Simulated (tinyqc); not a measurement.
Band bending at a free surface with one surface level, surface photovoltage and Kelvin probe: pinning by the surface states.

n-type bulk, xi = Ec - EF = Vt ln(Nc/Nd), p0 = ni^2/Nd, ni = sqrt(Nc Nv) exp(-Eg/(2 Vt)), Eg in volts. b is the upward band bending, u = b/Vt. Space charge per area, in units of q: Qc = sign(b) sqrt((2 eps0 eps_r Vt/q) [(Nd + dn)(exp(-u) - 1) + Nd u + (p0 + dn)(exp(u) - 1)]), with dn the excess density under light (flat quasi-Fermi levels; 0 in the dark). The level holds -Ns f, f = 1/(1 + exp((xi + b - Es)/Vt)). Neutrality: Qc + Qf + (charge of the states) = 0.

b solves the neutrality condition in the dark.

Inputs (values chosen for the exercise); band and dielectric values close to those of gallium nitride:
- T = 300 K (temperature)
- Eg = 3.33 eV (band gap)
- eps_r = 9.61 (relative permittivity)
- Nc = 2.26e18 cm^-3 (conduction-band density of states at T)
- Nv = 4.64e19 cm^-3 (valence-band density of states at T)
- Nd = 4.3e16 cm^-3 (donor density)
- Qf = 0 cm^-2 (fixed positive charge at the surface)
- Es = 0.81 eV (its depth below the conduction edge)

Constants: q = 1.602176634e-19 C, kB = 1.380649e-23 J/K, Vt = kB T/q, eps0 = 8.8541878128e-14 F/cm where lengths are in cm. Results are converted to the units shown.

Pinning by the surface states:
```
Ns (cm^-2)	b (V)	xi + b (eV)	Qc (cm^-2)
2.4e10	0.008518	0.1109	2.400e10
6.7e10	0.02635	0.1288	6.700e10
1.8e11	0.09616	0.1986	1.800e11
5.1e11	0.5854	0.6878	5.055e11
1.4e12	0.7179	0.8203	5.622e11
3.9e12	0.7529	0.8553	5.762e11
1.1e13	0.7819	0.8843	5.876e11
2.9e13	0.8074	0.9098	5.975e11
8.1e13	0.8339	0.9363	6.075e11
```

b rises from 0.00852 to 0.834 V. The level is over 95 % full (Qc near Ns - Qf) in the 4 rows with xi + b more than 3 Vt short of Es = 0.81 eV. Beyond that it empties, and between the last two rows b gains only 59.3 mV a decade.

Numbers from tinyqc (`OMP_NUM_THREADS=1 python tinyqc.py 2430039 2430040 out.jsonl`; about 0.01 s on one thread of a shared Intel Xeon 2.30GHz).
